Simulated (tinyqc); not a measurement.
Inside a calculation. Model: ellipsometry and reflectance of a transparent film on an absorbing substrate.

Computed by the program tinyqc: `OMP_NUM_THREADS=1 python tinyqc.py 2870224 2870225 out.jsonl`, one thread of a shared Intel Xeon 2.30GHz, about 0.3 s for the whole run. Printed values are rounded.

Air (index 1), film, substrate with N2 = n2 - i k2; time factor exp(+i w t). q_j = sqrt(N_j^2 - sin^2 th), root with positive real part. Fresnel coefficients r_s = (q_a - q_b)/(q_a + q_b), r_p = (N_b^2 q_a - N_a^2 q_b)/(N_b^2 q_a + N_a^2 q_b). tan(Psi) exp(i Delta) = R_p/R_s, Delta taken from 0 to 360 degrees.

Parameters, values chosen for the exercise; indices close to those of aluminium oxide on silicon: wavelength lam = 546.1 nm; angle of incidence th = 65 degrees; index of the transparent film n1 = 1.655; film thickness d = 270 nm; index of the substrate n2 = 4.086; extinction coefficient of the substrate k2 = 0.031.

## Interface coefficients and thickness period

q0, q1, q2 and the coefficients r01 and r12 for p and s; the results repeat in d with the period lam/(2 q1).

q0 = 0.422618
q1 = 1.38479
q2 = 3.98423-0.03179i
r01,p = -0.0893755
r01,s = -0.532348
r12,p = 0.358692-0.003134i
r12,s = -0.484174+0.003054i
period = 197.179 nm

## Psi, Delta and reflectances

beta = 2 pi d q1/lam, X = exp(-2 i beta), R = (r01 + r12 X)/(1 + r01 r12 X) for p and s.

beta = 4.30184 rad
X = -0.681414-0.731898i
R_p = -0.334465-0.247157i
R_s = -0.323879+0.354171i
Psi = 40.9099 degrees
Delta = 84.0210 degrees
|R_p|^2 = 0.172953
|R_s|^2 = 0.230335

The bare substrate gives Psi = 19.00 and Delta = 179.41 degrees.
